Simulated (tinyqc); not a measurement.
Microkinetic model of low-temperature epitaxy from hydride gases: adsorption, hydrogen desorption and rate control: one step, computed by the program tinyqc.

Each hydride molecule needs two free sites and leaves four hydrogen atoms, of which two leave at once as H2; theta is the hydrogen coverage, the site density is 6.78 per nm^2 and one layer is 1.358 angstrom thick.

Problem. Degrees of rate control. With k the hydride and k_H the hydrogen adsorption rate on free pairs and k_d the desorption rate, steady state: 2 (k + k_H)(1 - theta)^2 = k_d theta; growth rate R = k (1 - theta)^2 layers/s; 1 layer/s = 8.148 nm/min. X_i = d ln R/d ln k_i at fixed other constants. With f = 1 - theta and a = 2/f + 1/theta: d ln f/d ln k_d = 1/(a f), so X_d = 2/(a f), X_k = 1 - X_d k/(k + k_H), X_H = -X_d k_H/(k + k_H); they sum to 1.

Inputs (values chosen for the exercise, close to those used for silane and germane on Si(001)): temperature T = 570 C.

Film: silicon-germanium. Order of hydrogen desorption: first.

hydrogen coverage theta = 0.7259455

k = 15.86736 1/s

k_H = 0 1/s

Give: X_d (desorption); X_k (hydride adsorption); X_H (hydrogen adsorption).

Solution.

X_d (desorption) = 0.8412

X_k (hydride adsorption) = 0.1588

X_H (hydrogen adsorption) = 0
